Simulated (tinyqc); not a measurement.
Charge neutrality of a doped semiconductor with incomplete ionisation: one step, computed by the program tinyqc.

Energies are counted from the top of the valence band; E_D is measured down from the conduction band and E_A up from the valence band.

Question. The closed form for the extrinsic range. With Boltzmann statistics, no electrons and every donor ionised, p (p + N_D) = p1 (N_A - N_D - p) with p1 = (N_v/g_A) exp(-E_A/k_B T). Take the positive root.

Inputs (values chosen for the exercise, for a model semiconductor):

| quantity | value | unit |
|---|---|---|
| donor density N_D | 2.1e+17 | cm^-3 |
| acceptor density N_A | 1.7e+19 | cm^-3 |
| acceptor depth E_A | 0.175 | eV |
| acceptor degeneracy g_A | 2 | - |
| temperature T | 60 | K |

Doping: p-type, compensated. Statistics of the bands: Boltzmann.

N_v = 4.415364e+18 cm^-3

k_B T = 0.005170400 eV

Give: p1; p from the quadratic.

Answer.

p1 = 4411 cm^-3

p from the quadratic = 3.527e+05 cm^-3
